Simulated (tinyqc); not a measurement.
Worked calculation: UHF in the 6-31g basis, for H3, spin multiplicity 2. One step of it, computed by the program tinyqc.

Task: Iteration 1: building the Fock matrix. J_ij = sum D_kl (ij|kl) with D = D(alpha) + D(beta), K_ij = sum D_kl (ik|jl) for each spin; F = H + J - K(s); E = tr D H + tr D J / 2 - 0.5 sum_s tr D(s) K(s) + E_nn.

D(alpha) at the start:
```
           1H 1s      1H 2s      2H 1s     2H 2s      3H 1s     3H 2s
1H 1s   0.183051   0.192875  -0.004863  0.005180  -0.004863  0.005180
1H 2s   0.192875   0.203252  -0.003636  0.007187  -0.003636  0.007187
2H 1s  -0.004863  -0.003636   0.180972  0.199522  -0.005514  0.003876
2H 2s   0.005180   0.007187   0.199522  0.221161   0.003875  0.015905
3H 1s  -0.004863  -0.003636  -0.005514  0.003875   0.180971  0.199521
3H 2s   0.005180   0.007187   0.003876  0.015905   0.199521  0.221161
```

D(beta) at the start:
```
           1H 1s      1H 2s      2H 1s     2H 2s      3H 1s     3H 2s
1H 1s   0.091525   0.096438  -0.002431  0.002590  -0.002432  0.002590
1H 2s   0.096438   0.101626  -0.001818  0.003593  -0.001818  0.003594
2H 1s  -0.002431  -0.001818   0.090486  0.099761  -0.002757  0.001938
2H 2s   0.002590   0.003593   0.099761  0.110581   0.001938  0.007952
3H 1s  -0.002432  -0.001818  -0.002757  0.001938   0.090486  0.099761
3H 2s   0.002590   0.003594   0.001938  0.007952   0.099761  0.110580
```

core Hamiltonian H = T + V (hartree):
```
           1H 1s      1H 2s      2H 1s      2H 2s      3H 1s      3H 2s
1H 1s  -1.215597  -1.108977  -0.433807  -0.677853  -0.433623  -0.677733
1H 2s  -1.108977  -1.267618  -0.628372  -0.915354  -0.628245  -0.915251
2H 1s  -0.433807  -0.628372  -0.999209  -0.968665  -0.026922  -0.199872
2H 2s  -0.677853  -0.915354  -0.968665  -1.095312  -0.199863  -0.452964
3H 1s  -0.433623  -0.628245  -0.026922  -0.199863  -0.999134  -0.968619
3H 2s  -0.677733  -0.915251  -0.199872  -0.452964  -0.968619  -1.095268
```

Two-electron integrals (ij|kl) in chemists' order, unique and non-zero (hartree):
```
(11|11) 1.076566   (21|11) 0.578470   (21|21) 0.329423   (22|11) 0.587396
(22|21) 0.361304   (22|22) 0.453150   (31|11) 0.149394   (31|21) 0.087947
(31|22) 0.101108   (31|31) 0.034066   (32|11) 0.202605   (32|21) 0.127364
(32|22) 0.165155   (32|31) 0.054524   (32|32) 0.103876   (33|11) 0.474663
(33|21) 0.306777   (33|22) 0.419354   (33|31) 0.149394   (33|32) 0.315980
(33|33) 1.076566   (41|11) 0.315980   (41|21) 0.181305   (41|22) 0.201244
(41|31) 0.054524   (41|32) 0.081420   (41|33) 0.202605   (41|41) 0.103876
(42|11) 0.376123   (42|21) 0.234037   (42|22) 0.301299   (42|31) 0.077826
(42|32) 0.138419   (42|33) 0.376123   (42|41) 0.138419   (42|42) 0.224588
(43|11) 0.306777   (43|21) 0.196825   (43|22) 0.267609   (43|31) 0.087947
(43|32) 0.181305   (43|33) 0.578470   (43|41) 0.127364   (43|42) 0.234037
(43|43) 0.329423   (44|11) 0.419354   (44|21) 0.267609   (44|22) 0.366173
(44|31) 0.101108   (44|32) 0.201244   (44|33) 0.587396   (44|41) 0.165155
(44|42) 0.301299   (44|43) 0.361304   (44|44) 0.453150   (51|11) 0.149311
(51|21) 0.087899   (51|22) 0.101056   (51|31) 0.019267   (51|32) 0.028230
(51|33) 0.066797   (51|41) 0.045072   (51|42) 0.059128   (51|43) 0.043840
(51|44) 0.064224   (51|51) 0.034033   (52|11) 0.202547   (52|21) 0.127329
(52|22) 0.165115   (52|31) 0.028237   (52|32) 0.044353   (52|33) 0.107456
(52|41) 0.065184   (52|42) 0.095065   (52|43) 0.070644   (52|44) 0.105505
(52|51) 0.054486   (52|52) 0.103838   (53|11) 0.005322   (53|21) 0.003108
(53|22) 0.003510   (53|31) 0.000923   (53|32) 0.001378   (53|33) 0.003367
(53|41) 0.001782   (53|42) 0.002402   (53|43) 0.002143   (53|44) 0.002840
(53|51) 0.000923   (53|52) 0.001377   (53|53) 0.000038   (54|11) 0.058848
(54|21) 0.036436   (54|22) 0.045820   (54|31) 0.008481   (54|32) 0.013188
(54|33) 0.031844   (54|41) 0.019070   (54|42) 0.027399   (54|43) 0.020885
(54|44) 0.030724   (54|51) 0.014747   (54|52) 0.026631   (54|53) 0.000414
(54|54) 0.007131   (55|11) 0.474593   (55|21) 0.306736   (55|22) 0.419317
(55|31) 0.066825   (55|32) 0.107473   (55|33) 0.262595   (55|41) 0.155377
(55|42) 0.235494   (55|43) 0.172849   (55|44) 0.261216   (55|51) 0.149311
(55|52) 0.315919   (55|53) 0.003367   (55|54) 0.077590   (55|55) 1.076566
(61|11) 0.315919   (61|21) 0.181271   (61|22) 0.201207   (61|31) 0.045087
(61|32) 0.065189   (61|33) 0.155366   (61|41) 0.097314   (61|42) 0.125662
(61|43) 0.100683   (61|44) 0.140853   (61|51) 0.054486   (61|52) 0.081385
(61|53) 0.001781   (61|54) 0.022916   (61|55) 0.202547   (61|61) 0.103838
(62|11) 0.376070   (62|21) 0.234005   (62|22) 0.301260   (62|31) 0.059150
(62|32) 0.095075   (62|33) 0.235479   (62|41) 0.125669   (62|42) 0.187515
(62|43) 0.152830   (62|44) 0.219147   (62|51) 0.077779   (62|52) 0.138377
(62|53) 0.002402   (62|54) 0.037031   (62|55) 0.376070   (62|61) 0.138377
(62|62) 0.224538   (63|11) 0.058854   (63|21) 0.036440   (63|22) 0.045823
(63|31) 0.014754   (63|32) 0.026636   (63|33) 0.077590   (63|41) 0.022922
(63|42) 0.037036   (63|43) 0.045265   (63|44) 0.051610   (63|51) 0.008478
(63|52) 0.013186   (63|53) 0.000414   (63|54) 0.003959   (63|55) 0.031844
(63|61) 0.019068   (63|62) 0.027397   (63|63) 0.007131   (64|11) 0.171066
(64|21) 0.106058   (64|22) 0.135410   (64|31) 0.031361   (64|32) 0.052869
(64|33) 0.136759   (64|41) 0.060295   (64|42) 0.093567   (64|43) 0.086876
(64|44) 0.117510   (64|51) 0.031347   (64|52) 0.052860   (64|53) 0.001159
(64|54) 0.014969   (64|55) 0.136759   (64|61) 0.060285   (64|62) 0.093559
(64|63) 0.014969   (64|64) 0.043703   (65|11) 0.306736   (65|21) 0.196801
(65|22) 0.267587   (65|31) 0.043858   (65|32) 0.070656   (65|33) 0.172849
(65|41) 0.100691   (65|42) 0.152840   (65|43) 0.113737   (65|44) 0.171291
(65|51) 0.087899   (65|52) 0.181271   (65|53) 0.002143   (65|54) 0.045265
(65|55) 0.578470   (65|61) 0.127329   (65|62) 0.234005   (65|63) 0.020885
(65|64) 0.086876   (65|65) 0.329423   (66|11) 0.419317   (66|21) 0.267587
(66|22) 0.366150   (66|31) 0.064252   (66|32) 0.105523   (66|33) 0.261216
(66|41) 0.140868   (66|42) 0.219163   (66|43) 0.171291   (66|44) 0.254573
(66|51) 0.101056   (66|52) 0.201207   (66|53) 0.002840   (66|54) 0.051610
(66|55) 0.587396   (66|61) 0.165115   (66|62) 0.301260   (66|63) 0.030724
(66|64) 0.117510   (66|65) 0.361304   (66|66) 0.453150
```

nuclear repulsion = 1.22117591 hartree

Give: Coulomb J; exchange K(alpha); exchange K(beta); F(alpha); F(beta); total energy of this density.

Result:

Coulomb J (hartree):
```
       1H 1s  1H 2s  2H 1s  2H 2s  3H 1s  3H 2s
1H 1s  1.739  1.056  0.320  0.597  0.320  0.597
1H 2s  1.056  1.320  0.555  0.914  0.555  0.914
2H 1s  0.320  0.555  1.549  0.938  0.011  0.150
2H 2s  0.597  0.914  0.938  1.182  0.150  0.412
3H 1s  0.320  0.555  0.011  0.150  1.549  0.938
3H 2s  0.597  0.914  0.150  0.412  0.938  1.182
```

exchange K(alpha) (hartree):
```
       1H 1s  1H 2s  2H 1s  2H 2s  3H 1s  3H 2s
1H 1s  0.600  0.513  0.232  0.347  0.232  0.347
1H 2s  0.513  0.555  0.329  0.420  0.329  0.420
2H 1s  0.232  0.329  0.551  0.445  0.050  0.138
2H 2s  0.347  0.420  0.445  0.448  0.138  0.238
3H 1s  0.232  0.329  0.050  0.138  0.551  0.445
3H 2s  0.347  0.420  0.138  0.238  0.445  0.448
```

exchange K(beta) (hartree):
```
       1H 1s  1H 2s  2H 1s  2H 2s  3H 1s  3H 2s
1H 1s  0.300  0.256  0.116  0.173  0.116  0.173
1H 2s  0.256  0.277  0.164  0.210  0.164  0.210
2H 1s  0.116  0.164  0.275  0.223  0.025  0.069
2H 2s  0.173  0.210  0.223  0.224  0.069  0.119
3H 1s  0.116  0.164  0.025  0.069  0.275  0.223
3H 2s  0.173  0.210  0.069  0.119  0.223  0.224
```

F(alpha) (hartree):
```
        1H 1s   1H 2s   2H 1s   2H 2s   3H 1s   3H 2s
1H 1s  -0.076  -0.566  -0.346  -0.427  -0.346  -0.427
1H 2s  -0.566  -0.503  -0.403  -0.421  -0.403  -0.421
2H 1s  -0.346  -0.403  -0.001  -0.476  -0.066  -0.188
2H 2s  -0.427  -0.421  -0.476  -0.361  -0.188  -0.278
3H 1s  -0.346  -0.403  -0.066  -0.188  -0.001  -0.476
3H 2s  -0.427  -0.421  -0.188  -0.278  -0.476  -0.361
```

F(beta) (hartree):
```
        1H 1s   1H 2s   2H 1s   2H 2s   3H 1s   3H 2s
1H 1s   0.224  -0.310  -0.230  -0.254  -0.230  -0.254
1H 2s  -0.310  -0.225  -0.238  -0.211  -0.238  -0.211
2H 1s  -0.230  -0.238   0.274  -0.254  -0.041  -0.119
2H 2s  -0.254  -0.211  -0.254  -0.137  -0.119  -0.160
3H 1s  -0.230  -0.238  -0.041  -0.119   0.275  -0.254
3H 2s  -0.254  -0.211  -0.119  -0.160  -0.254  -0.137
```

total energy of this density = -1.22570 hartree

This density is the starting one; it is not idempotent, so its energy is not variational and may lie below the converged one.
